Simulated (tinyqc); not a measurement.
Surface potential of a MOS transistor: implicit equation and explicit approximations: one step of the calculation.

p-type body, charge-sheet picture, depletion and inversion only, full ionisation (an idealisation for deep acceptors), Boltzmann statistics (rough once Na exp(x - xn) passes about Nc/7). In units of Vt: xg = (Vg - Vfb)/Vt, x = psi/Vt, G = gamma/sqrt(Vt), xn = (2 phiF + Vc)/Vt. The implicit equation is (xg - x)^2 = G^2 [x - 1 + exp(x - xn)] for x above about 3. Cox = eps0 eox/tox.

Question. New x. D = exp(x - xn), f = (xg - x)^2 - G^2 (x - 1 + D), f' = -2 (xg - x) - G^2 (1 + D), x(new) = x - f/f'.

x at the start = 41.49
G = 2.1115195
xn = 41.168418
xg = 54.928052

Wanted: D; f; f'; x after iteration 1.

Answer.

D = 1.379
f = -6.094
f' = -37.48
x after iteration 1 = 41.33

Numbers from tinyqc (`OMP_NUM_THREADS=1 python tinyqc.py 2122190 2122191 out.jsonl`; about 0.01 s on one thread of a shared Intel Xeon 2.30GHz).
